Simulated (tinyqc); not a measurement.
Band folding and unfolding in a supercell of a chain: one step. Supercell Hamiltonian. Two cases, with inputs chosen for the exercise.

Task: Fill in H(K).

A chain with hopping -t and n = 5 sites a supercell. H(K) has v_j on the diagonal, -t between neighbours and -t exp(2 pi i K) on the bond that closes the cell (from the last site to the first of the next cell). The point K holds the n wave vectors k_m = (K + m)/n of the primitive zone, in 2 pi/a, m = 0 to n - 1, with E0 = -2t cos(2 pi k_m). The unfolding weight of a state c on k_m is |sum_j c_j exp(-2 pi i k_m j)|^2/n, j = 0 to n - 1.

Case 1.

Values chosen: t = 1.52 eV (hopping); v = (-0.21, 0.21, -0.21, -0.21, -0.21) eV (site energies in the supercell); Kq = 0.07 2 pi/(n a) (wave vector in the small zone).

Case 2.

Values chosen: t = 1 eV (hopping); v = (1.2, 0, 0, 0, 0) eV (site energies in the supercell); Kq = 0.3 2 pi/(n a) (wave vector in the small zone).

Give: H.

Result:

Case 1.

H (eV):
```
,1,2,3,4,5
1,-0.2100,-1.5200,0,0,-1.3753+0.6472i
2,-1.5200,0.2100,-1.5200,0,0
3,0,-1.5200,-0.2100,-1.5200,0
4,0,0,-1.5200,-0.2100,-1.5200
5,-1.3753-0.6472i,0,0,-1.5200,-0.2100
```

Case 2.

H (eV):
```
,1,2,3,4,5
1,1.2000,-1.0000,0,0,0.3090+0.9511i
2,-1.0000,0,-1.0000,0,0
3,0,-1.0000,0,-1.0000,0
4,0,0,-1.0000,0,-1.0000
5,0.3090-0.9511i,0,0,-1.0000,0
```

Computed by tinyqc, one run a case: `OMP_NUM_THREADS=1 python tinyqc.py N N+1 out.jsonl` with N = 1480526, 1480701; one thread of a shared Intel(R) Xeon(R) Processor @ 2.30GHz, about 0.01 s a run at most.
